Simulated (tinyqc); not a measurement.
Carrier lifetime from Shockley-Read-Hall, radiative, Auger and surface recombination: one step, computed by the program tinyqc.

Energies are counted from the top of the valence band. Boltzmann statistics, full ionisation, and equal excess densities of electrons and holes.

Task: Steady state under generation. With n = n_0 + dn, p = p_0 + dn and U/dn = 1/tau: (n p - n_i^2)/dn = n_0 + p_0 + dn = s; 1/tau_SRH = s/[tau_p0 (n + n1) + tau_n0 (p + p1)]; 1/tau_rad = B s; 1/tau_Aug = (C_n n + C_p p) s; the rates add. dn solves dn/tau_eff(dn) = G (60 bisections in ln dn between 1e-2 and 1e22 cm^-3); the splitting of the quasi-Fermi levels is k_B T ln(n p/n_i^2).

Inputs (values chosen for the exercise, with bands modelled on silicon):

| quantity | value | unit |
|---|---|---|
| temperature T | 400 | K |
| radiative coefficient B | 4.1e-14 | cm^3/s |
| Auger coefficient C_n | 6.7e-31 | cm^6/s |
| Auger coefficient C_p | 4.6e-31 | cm^6/s |
| generation rate G | 7.5e+18 | cm^-3 s^-1 |

Doping: p-type. Surface term: none.

n_0 = 1.181763e+08 cm^-3

p_0 = 1.500000e+17 cm^-3

tau_p0 = 5.077493e-06 s

n1 = 2.000995e+16 cm^-3

tau_n0 = 4.876991e-09 s

p1 = 8.858816e+08 cm^-3

n_i = 4.210279e+12 cm^-3

Constants: k_B = 8.617333262e-05 eV/K.

Give: steady excess density; lifetime in the steady state; quasi-Fermi splitting under G.

Result:

steady excess density = 5.0607e+12 cm^-3

lifetime in the steady state = 6.7476e-07 s

quasi-Fermi splitting under G = 0.36761 eV
